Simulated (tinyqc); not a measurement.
Carrier statistics of a doped semiconductor with parabolic bands: sweeps and comparisons. A value that a table varies takes the place of the one given here.

Eg(T) = Eg0 - al T^2/(T + be); m_de = Mv^(2/3) (ml mt^2)^(1/3); m_dh = (mhh^(3/2) + mlh^(3/2))^(2/3); Nc and Nv from N = 2 (m kB T/(4 pi c))^(3/2) with c = hbar^2/2m0, in 1/angstrom^3; times 1e24 for 1/cm^3.

Energies are counted from Ev, so Ec = Eg. n = Nc F_1/2((EF - Eg)/kT), p = Nv F_1/2(-EF/kT), ND+ = ND/(1 + 2 exp((EF - Eg + ED)/kT)), NA- = NA/(1 + 4 exp((EA - EF)/kT)); neutrality asks p + ND+ = n + NA-. F_j(eta) = (1/Gamma(j + 1)) integral_0^infinity x^j dx/(1 + exp(x - eta)), which tends to exp(eta) for eta << 0.

Constants: hbar^2/2m0 = 3.80998211 eV angstrom^2; kB = 8.617333262e-05 eV/K.

Values chosen for the exercise (near those of SiC; the results hold for these values, not for the real material): Eg0 = 3.269 eV (gap at 0 K); al = 0.000646 eV/K (Varshni alpha); be = 1297 K (Varshni beta); ml = 0.33 m0 (longitudinal electron mass); mt = 0.421 m0 (transverse electron mass); Mv = 3 (equivalent valleys); mhh = 1 m0 (heavy-hole mass); mlh = 0.446 m0 (light-hole mass); ND = 2.1e+17 1/cm^3 (donors); NA = 1.2e+17 1/cm^3 (acceptors); ED = 0.0601 eV (donor level below Ec); EA = 0.201 eV (acceptor level above Ev); T = 500 K.

## Temperature

Neutrality solved at each temperature; ni = sqrt(Nc Nv) exp(-Eg/2kT).

Carriers (1/cm^3):
```
T (K)  EF (eV)         n         p  majority / |ND - NA|        ni  Eg (eV)
30      3.2059  1.73e+07    <1e-99              1.92e-10    <1e-99   3.2686
50      3.2035  4.07e+11    <1e-99              4.52e-06    <1e-99   3.2678
77      3.1996  1.03e+14    <1e-99               0.00115  4.08e-89   3.2662
120     3.1912  4.71e+15    <1e-99                0.0523  1.91e-50   3.2624
200     3.1581  4.33e+16  4.65e-61                 0.481  1.42e-22   3.2517
300     3.0903  7.39e+16  3.97e-33                 0.821  1.71e-08   3.2326
450     2.9625  8.51e+16  3.97e-14                 0.945      58.1   3.1941
600     2.8168  8.77e+16  0.000201                 0.975  4.20e+06   3.1464
800     2.6035  8.89e+16  5.63e+03                 0.988  2.24e+10   3.0718
1000    2.3740  8.93e+16  2.15e+08                 0.992  4.39e+12   2.9878
```

How do the results move?

Ionisation is incomplete: the majority density is below 90 % of the net doping at 30, 50, 77, 120, 200 and 300 K, down to a share of 1.9e-10. It is within 10 % of the net doping at 450, 600, 800 and 1000 K. The majority density never exceeds the net doping by 10 %; ni is 4.39e+12 1/cm^3 at 1000 K against a net doping of 9.00e+16. EF goes from 3.206 eV to 2.374 eV, where midgap is 1.494 eV and the intrinsic level (Boltzmann) 1.519 eV.

## Doping level

Only donors are present (NA = 0); eta is the distance of EF beyond the conduction edge in units of kT.

Neutral state:
```
ND (1/cm^3)  EF (eV)  majority (1/cm^3)  ionised share     eta
1.0e+14       2.6242           1.00e+14          1.000  -12.88
1.0e+15       2.7234           1.00e+15          1.000  -10.58
1.0e+16       2.8226           9.98e+15          0.998   -8.28
1.0e+17       2.9211           9.80e+16          0.980   -5.99
1.0e+18       3.0144           8.50e+17          0.850   -3.82
3.0e+18       3.0536           2.09e+18          0.695   -2.91
1.0e+19       3.0913           4.88e+18          0.488   -2.04
3.0e+19       3.1220           9.55e+18          0.318   -1.33
```

How do the results move?

The impurity level lies at 3.1190 eV. The ionised share falls from 1.000 to 0.318 as EF passes through it between 1e+19 and 3e+19 1/cm^3 (share 1/3 there); it is below one half from 1e+19 1/cm^3 on. Over the last two rows the doping grows threefold and the majority density by a factor 1.96. EF comes within 3 kT of the majority band edge from 3e+18 1/cm^3 on. Above roughly 8e+18 1/cm^3 (N^(1/3) a = 0.26, with the radius a = sqrt(c/(m E)) from the ionisation energy E and the mass (ml mt^2)^(1/3)) the levels merge with the band and real ionisation is complete; sharp levels then overstate freeze-out.

## What each input does

Neutrality solved anew for each case. Each row changes one parameter from the base and keeps the others.

Results:
```
case                  EF (eV)  n (1/cm^3)  p (1/cm^3)
base                   2.9156    8.63e+16    2.87e-10
T = 540 K              2.8768    8.70e+16    1.11e-07
ND = 4.2e+17 1/cm^3    2.9659    2.77e+17    8.92e-11
NA = 1.56e+17 1/cm^3   2.8935    5.18e+16    4.79e-10
Eg0 = 3.319 eV         2.9656    8.63e+16    8.99e-11
mt = 0.5052 m0         2.9080    8.69e+16    3.42e-10
mhh = 1.2 m0           2.9156    8.63e+16    3.57e-10
ED = 0.0902 eV         2.9139    8.30e+16    2.98e-10
```

How do the results move?

The largest shifts from the base row, up to three for each result and ties (the steps differ in size, so this ranks the rows, not the parameters). EF (eV): ND +0.0503, Eg0 +0.0500, T -0.0388; unchanged at the printed digits by mhh. n (1/cm^3): ND +1.91e+17, NA -3.45e+16, ED -3.31e+15; unchanged at the printed digits by Eg0 and mhh. p (1/cm^3): T +1.11e-07, ND -1.98e-10, Eg0 -1.97e-10.

Computed by tinyqc, a small Python program: `OMP_NUM_THREADS=1 python tinyqc.py 1681676 1681677 out.jsonl` (the numbers bound the seed that draws the inputs); one thread of a shared host (Intel(R) Xeon(R) Processor @ 2.30GHz), about 0.01 s for the whole set of steps.
